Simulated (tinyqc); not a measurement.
sp3s* tight binding: one step. Levels at this k. The numbers come from values chosen for the exercise (near a published set for Si, fitted to gaps, whose masses and valley positions are rough; spin-orbit coupling, where it is added without a refit, lifts the valence top and shrinks all gaps by about a third of the splitting).

H(k) (eV):
```
             sa          xa          ya          za         s*a          sc         xc         yc         zc
sa    -4.174000           0           0           0           0   -5.581198  2.706444i  2.706444i  -1.902120
xa            0    1.703000           0           0           0  -2.706444i   1.153992  -1.503710  2.139563i
ya            0           0    1.703000           0           0  -2.706444i  -1.503710   1.153992  2.139563i
za            0           0           0    1.703000           0    1.902120  2.139563i  2.139563i   1.153992
s*a           0           0           0           0    6.664000           0  2.534733i  2.534733i  -1.781440
sc    -5.581198   2.706444i   2.706444i    1.902120           0   -4.174000          0          0          0
xc   -2.706444i    1.153992   -1.503710  -2.139563i  -2.534733i           0   1.703000          0          0
yc   -2.706444i   -1.503710    1.153992  -2.139563i  -2.534733i           0          0   1.703000          0
zc    -1.902120  -2.139563i  -2.139563i    1.153992   -1.781440           0          0          0   1.703000
s*c           0   2.534733i   2.534733i    1.781440           0           0          0          0          0

            s*c
sa            0
xa   -2.534733i
ya   -2.534733i
za     1.781440
s*a           0
sc            0
xc            0
yc            0
zc            0
s*c    6.664000
```

Problem. Diagonalise H, which belongs to k = (0.39, 0.39, 0) (2 pi/a). Four bands are filled (two electrons each); give the make-up of band 5, the lowest empty one.

Give: levels; weights of band 5; weight of band 5 on atom a.

Solution.

levels (eV): -11.1020  -4.7812  -2.0687  -0.9547  2.1643  3.3163  4.3607  5.2916  9.1542  9.8174

weights of band 5: s 0.062, p 0.556, s* 0.382

weight of band 5 on atom a = 0.500

The vertical gap at this k is 3.1190 eV; band 5 is mostly p-like.

tinyqc: `OMP_NUM_THREADS=1 python tinyqc.py 1451606 1451607 out.jsonl`; about 0.2 s, one thread, shared Intel(R) Xeon(R) Processor @ 2.30GHz.
